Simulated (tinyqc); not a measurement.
Worked calculation: one-electron ion in a basis of Gaussians. One step of it, computed by the program tinyqc.

Problem. Generalised eigenproblem. Solve H C = S C e through S^(-1/2); each column has its largest component positive (the first on a tie).

H = T + V (hartree):
```
[[-1.306084, -1.325788, -1.088650, -0.762920, -0.480032],
 [-1.325788, -1.658604, -1.647690, -1.396853, -1.026177],
 [-1.088650, -1.647690, -1.802407, -1.694338, -1.556352],
 [-0.762920, -1.396853, -1.694338, -1.144151, -0.774174],
 [-0.480032, -1.026177, -1.556352, -0.774174, 1.827363]]
```

S:
```
[[1.000000, 0.816424, 0.470138, 0.215163, 0.086799],
 [0.816424, 1.000000, 0.816347, 0.470164, 0.215070],
 [0.470138, 0.816347, 1.000000, 0.816450, 0.470078],
 [0.215163, 0.470164, 0.816450, 1.000000, 0.816261],
 [0.086799, 0.215070, 0.470078, 0.816261, 1.000000]]
```

Give: eigenvalues of S; eigenvalues; coefficients.

Solution.

eigenvalues of S: [0.015, 0.090, 0.402, 1.353, 3.140]

eigenvalues (hartree): [-1.995, -0.871, 0.077, 2.991, 10.900]

coefficients:
```
[[0.065, 1.316, -1.722, 0.937, -0.484],
 [0.361, -0.455, 3.212, -2.773, 1.592],
 [0.473, -0.268, -1.863, 3.907, -3.058],
 [0.152, -0.150, 0.143, -2.399, 3.879],
 [0.104, -0.062, -0.192, 0.068, -2.398]]
```

For Z = 4 and l = 1 the exact lowest level is -Z^2/(2 n^2) with n = l + 1: -2.000000 hartree.
